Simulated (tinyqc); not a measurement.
# Debye-Callaway model of lattice thermal conductivity, step by step

A worked calculation. Computed by tinyqc, a small Python program that keeps every step. Command: `OMP_NUM_THREADS=1 python tinyqc.py 3013945 3013946 out.jsonl callaway walk`. One thread of a shared host (Intel(R) Xeon(R) Processor @ 2.30GHz), about 0.01 s of CPU time with the checks. Intermediate numbers are printed to about 6 digits and carried at full precision; extremes and crossings named in words are read from the listed rows.

Three acoustic branches with one velocity v, cut at omega_D = k_B Theta/hbar; x = hbar omega/(k_B T). v and Theta are separate inputs: Theta cuts off the heat-carrying modes, so C need not reach 3 k_B/V. gamma is an effective value that sets the umklapp rate. Heat flows along the wire.

Inputs (values chosen for the exercise, modelled on boron arsenide):
```
quantity,value,unit
sound velocity v,5650,m/s
Debye temperature Theta,696,K
volume per atom V,13.6,angstrom^3
mean atomic mass M,42.9,u
effective Grueneisen parameter gamma,0.917,-
umklapp exponent divisor b,3,-
mass variance Gamma,2.9e-05,-
wire diameter D,0.47,micrometre
specularity p,0,-
temperature T,150,K
probe frequency omega/omega_D,0.44,-
```

Sample: wire. Point defects: isotopes. Normal processes: left out.

Constants: k_B = 1.380649e-23 J/K; hbar = 1.054571817e-34 J s; u = 1.6605390666e-27 kg.

## Mass-fluctuation parameter

Gamma is given directly by the isotope mixture. A = V Gamma/(4 pi v^3).

Gamma = 2.90e-05

Rayleigh coefficient A = 1.74013e-46 s^3

## Scattering rates at one frequency

Rates: point defects A omega^4; umklapp B omega^2 T exp(-Theta/(b T)) with B = hbar gamma^2/(M v^2 Theta). Boundaries: v/Lambda_B with Lambda_B = D (1 + p)/(1 - p). The resistive time is tau_R = 1/(boundary + point-defect + umklapp rates), and the free path is v tau_R.

omega = 4.00930e+13 rad/s

Rates:
```
process,rate (1/s),rate x tau_R
boundaries,1.20213e+10,0.783257
point defects,4.49633e+08,0.0292962
umklapp,2.87689e+09,0.187446
```

tau_R = 6.51559e-11 s

free path = 368.131 nm

The strongest resistive process at this frequency: boundaries, 78 % of the resistive rate.

## The integrand on a coarse grid

x runs in ten equal steps to min(Theta/T, 12); g = x^4 e^x/(e^x - 1)^2; tau_C is the inverse of all rates summed; the last column is c tau_C g with c = (k_B/(2 pi^2 v)) (k_B T/hbar)^3.

Integrand:
```
x,g,tau_C (s),c tau_C g (W/(m K))
0.464,0.21147,8.21620e-11,16.290
0.928,0.80195,7.91461e-11,59.508
1.392,1.65292,7.43172e-11,115.170
1.856,2.60544,6.79996e-11,166.107
2.320,3.50138,6.06574e-11,199.124
2.784,4.21698,5.28385e-11,208.907
3.248,4.68053,4.50796e-11,197.822
3.712,4.87318,3.78139e-11,172.768
4.176,4.81807,3.13199e-11,141.479
4.640,4.56431,2.57218e-11,110.072
```

Among these rows the integrand is largest at x = 2.78.

## Thermal conductivity

kappa_1 = c int tau_C g dx, g = x^4 e^x/(e^x - 1)^2, c = (k_B/(2 pi^2 v)) (k_B T/hbar)^3, over 0 < x < min(Theta/T, 40), by 96 Gauss-Legendre points in s with x = x_max s^2; tau_C = tau_R, the inverse of the summed rates, and kappa = kappa_1. Heat capacity C = 3 c int g dx / v^2; grey free path 3 kappa/(C v); the median free path v tau_C halves kappa_1 when the quadrature points are ordered by free path (each counted at half its weight, interpolated in the logarithm); likewise at 10 % and 90 %.

kappa_1 = 619.310 W/(m K)

kappa = 619.310 W/(m K)

heat capacity C = 1.21308e+06 J/(m^3 K)

grey free path = 271.077 nm

median free path = 297.097 nm

free path at 10 % of kappa_1 = 178.803 nm

free path at 90 % of kappa_1 = 418.645 nm

The median free path is 1.1 times the grey one. The middle 80 % of kappa_1 spans a factor 2.3 in free path.

## Leaving out one process at a time

The formulas are those given above.

Conductivity at T:
```
case,kappa (W/(m K)),ratio to all
all processes,619.310,1
without point defects,699.296,1.12915
without boundaries,3519.99,5.68373
without umklapp,852.714,1.37688
```

Removing boundaries raises kappa most, by a factor 5.68; removing point defects gives only 1.13. Without boundaries the long waves are held back only by the omega^2 umklapp rate.

## Conductivity against temperature

The boundary limit is C v^2/(3 x boundary rate), with C = 3 c int g dx / v^2.

Kappa (W/(m K)):
```
T (K),all processes,without point defects,boundary limit
7,0.205888,0.205891,0.205891
14,1.64671,1.64713,1.64713
24,8.28011,8.29807,8.29808
42,43.6261,44.4325,44.4620
70,180.228,195.293,200.117
120,508.597,580.020,736.960
210,654.622,716.227,1586.33
350,497.837,522.048,2148.14
560,327.689,336.155,2407.04
900,205.243,208.125,2521.03
```

kappa peaks among these rows at 210 K (T/Theta = 0.302) with 655 W/(m K). The exponent d ln kappa/d ln T is 3.00 at the cold end, the T^3 law of boundary scattering, and -0.99 at the hot end. Point defects cost most at 120 K, a factor 1.14.

Checks made by the program: heat capacity against the Debye function (relative difference below 1e-10).
